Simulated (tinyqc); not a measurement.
CCSD on RHF in the sto-3g basis, for H6, spin multiplicity 1, step by step. One step of it, computed by the program tinyqc.

Task: Iteration 8 (converged): orbitals. Diagonalise F' = X^T F X, C = X C', fill 3 alpha and 3 beta electrons from the bottom; D = 2 C_occ C_occ^T. Each column has its largest component positive (the first on a tie).

converged F (hartree), lower triangle:
```
           1H 1s      2H 1s      3H 1s      4H 1s      5H 1s      6H 1s
1H 1s  -0.289479
2H 1s  -0.524117  -0.325208
3H 1s  -0.099546  -0.247235  -0.328292
4H 1s  -0.008325  -0.099205  -0.527758  -0.328292
5H 1s   0.000794  -0.007973  -0.099205  -0.247235  -0.325208
6H 1s  -0.002497   0.000794  -0.008325  -0.099546  -0.524117  -0.289479
```

X, lower triangle:
```
           1H 1s      2H 1s      3H 1s      4H 1s      5H 1s     6H 1s
1H 1s   1.158345
2H 1s  -0.368337   1.211807
3H 1s   0.047645  -0.216000   1.217104
4H 1s  -0.011731   0.049383  -0.384855   1.217104
5H 1s   0.001291  -0.005050   0.049383  -0.216000   1.211807
6H 1s  -0.000322   0.001291  -0.011731   0.047645  -0.368337  1.158345
```

Give: F' = X^T F X; orbital energies; coefficients C; D after iteration 8.

Result:

F' = X^T F X (hartree), lower triangle:
```
         1        2        3        4        5       6
1   0.0116
2  -0.5418   0.0482
3   0.0575  -0.2491   0.0535
4  -0.0039   0.0600  -0.5601   0.0535
5   0.0028  -0.0068   0.0600  -0.2491   0.0482
6  -0.0041   0.0028  -0.0039   0.0575  -0.5418  0.0116
```

orbital energies (hartree): MO1 -0.6169, MO2 -0.5362, MO3 -0.4320, MO4 0.3467, MO5 0.5912, MO6 0.8738

coefficients C:
```
          MO1      MO2      MO3      MO4      MO5      MO6
1H 1s  0.2101   0.3818  -0.3725  -0.5888  -0.7454   0.4989
2H 1s  0.2718   0.4044  -0.2892   0.4193   0.8074  -0.7103
3H 1s  0.3786   0.0705   0.4240   0.6334  -0.1941   0.9560
4H 1s  0.3786  -0.0705   0.4240  -0.6334  -0.1941  -0.9560
5H 1s  0.2718  -0.4044  -0.2892  -0.4193   0.8074   0.7103
6H 1s  0.2101  -0.3818  -0.3725   0.5888  -0.7454  -0.4989
```

D after iteration 8, lower triangle:
```
         1H 1s    2H 1s    3H 1s    4H 1s   5H 1s   6H 1s
1H 1s   0.6573
2H 1s   0.6384   0.6421
3H 1s  -0.1030   0.0175   0.6562
4H 1s  -0.2106  -0.0964   0.6364   0.6562
5H 1s   0.0209  -0.0120  -0.0964   0.0175  0.6421
6H 1s   0.0743   0.0209  -0.2106  -0.1030  0.6384  0.6573
```
